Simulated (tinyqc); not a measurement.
Capacitance of parallel on-chip lines from Laplace's equation on a mesh: two steps of the calculation.

Cross-section of an endless row of equal lines between two grounded planes; neighbours are driven in antiphase (+1 V and -1 V), so the plane midway between two lines is at 0 V. By symmetry one quarter is solved: x runs from the centre of a line (column 0, mirror) to that midplane (column 4, 0 V), y from the mid-height of the line (row 0, mirror) to the ground plane (row 5, 0 V). The line fills columns 0 to 1 and rows 0 to 2 at 1 V. Cells beside the line (below row 2) have e2, cells above have e1. Each link between nodes has the conductance g = mean permittivity of the two cells beside it (a cell beyond a mirror counts as 0), and the free nodes obey sum g (V_neighbour - V) = 0.

Inputs (values chosen for the exercise):
- e1 = 2.7 (relative permittivity above and below the lines)
- e2 = 2.4 (relative permittivity between the lines)

Constants: eps0 = 8.8541878128e-12 F/m. Results are converted to the units shown.

Problem 1. Link conductances. gx[j, i] joins node (row j, column i) to column i + 1, gy[j, i] to row j + 1.

Find: gx; gy.

Solution 1.

gx:
```
       col 0  col 1  col 2  col 3
row 0  1.200  1.200  1.200  1.200
row 1  2.400  2.400  2.400  2.400
row 2  2.550  2.550  2.550  2.550
row 3  2.700  2.700  2.700  2.700
row 4  2.700  2.700  2.700  2.700
row 5  1.350  1.350  1.350  1.350
```

gy:
```
       col 0  col 1  col 2  col 3  col 4
row 0  1.200  2.400  2.400  2.400  1.200
row 1  1.200  2.400  2.400  2.400  1.200
row 2  1.350  2.700  2.700  2.700  1.350
row 3  1.350  2.700  2.700  2.700  1.350
row 4  1.350  2.700  2.700  2.700  1.350
```

Problem 2. Capacitance per length. C = 4 eps0 sum g (difference of V)^2 over all links (twice the energy of the four quarters, line at 1 V). Plate estimate without fringing: eps0 [2 e1 w/hd + 2 e2 t/(s/2)], w = 2 hx, t = 4 hx, s/2 = 3 hx, hd = 3 hx.

converged V (V):
```
           col 0      col 1      col 2      col 3      col 4
row 0  1.0000000  1.0000000  0.6387155  0.3081638  0.0000000
row 1  1.0000000  1.0000000  0.6233492  0.2969698  0.0000000
row 2  1.0000000  1.0000000  0.5577116  0.2563664  0.0000000
row 3  0.5950970  0.5530723  0.3662540  0.1777946  0.0000000
row 4  0.2742434  0.2509383  0.1764376  0.0885581  0.0000000
row 5  0.0000000  0.0000000  0.0000000  0.0000000  0.0000000
```

gx:
```
       col 0  col 1  col 2  col 3
row 0    1.2    1.2    1.2    1.2
row 1    2.4    2.4    2.4    2.4
row 2   2.55   2.55   2.55   2.55
row 3    2.7    2.7    2.7    2.7
row 4    2.7    2.7    2.7    2.7
row 5   1.35   1.35   1.35   1.35
```

gy:
```
       col 0  col 1  col 2  col 3  col 4
row 0    1.2    2.4    2.4    2.4    1.2
row 1    1.2    2.4    2.4    2.4    1.2
row 2   1.35    2.7    2.7    2.7   1.35
row 3   1.35    2.7    2.7    2.7   1.35
row 4   1.35    2.7    2.7    2.7   1.35
```

Find: C; plate estimate.

Solution 2.

C = 149.41 aF/um
plate estimate = 88.542 aF/um

Numbers from tinyqc (`OMP_NUM_THREADS=1 python tinyqc.py 2790176 2790177 out.jsonl`; about 0.7 s on one thread of a shared Intel Xeon 2.30GHz).
